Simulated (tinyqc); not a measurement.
From results back to parameters: Weaire-Thorpe hybrids on a Bethe lattice: gap and dangling bond of an amorphous tetrahedral solid. Four cases, with inputs chosen for the exercise.

Problem. In the Weaire-Thorpe model the two p-like peaks lie at -V2 + V1 and V2 + V1, and the guaranteed gap is 2 V2 - 4 V1. The peak positions come from hidden V1 and V2.

Case 1.

peaks (eV): bonding -2.290, antibonding 5.970

Case 2.

peaks (eV): bonding -2.470, antibonding 6.190

Case 3.

peaks (eV): bonding -2.720, antibonding 6.380

Case 4.

peaks (eV): bonding -2.170, antibonding 6.130

Find: V1, V2; guaranteed gap; lowest possible level -3 V1 - V2.

Solution. The mean of the peaks is V1 and half their distance V2.

Case 1.

V1, V2 (eV): 1.84  4.13

guaranteed gap = 0.90 eV
lowest possible level -3 V1 - V2 = -9.65 eV

Case 2.

V1, V2 (eV): 1.86  4.33

guaranteed gap = 1.22 eV
lowest possible level -3 V1 - V2 = -9.91 eV

Case 3.

V1, V2 (eV): 1.83  4.55

guaranteed gap = 1.78 eV
lowest possible level -3 V1 - V2 = -10.04 eV

Case 4.

V1, V2 (eV): 1.98  4.15

guaranteed gap = 0.38 eV
lowest possible level -3 V1 - V2 = -10.09 eV

Computed by tinyqc, one run a case: `OMP_NUM_THREADS=1 python tinyqc.py N N+1 out.jsonl` with N = 1480555, 1480645, 1480719, 1480860; one thread of a shared Intel(R) Xeon(R) Processor @ 2.30GHz, about 0.04 s a run at most.
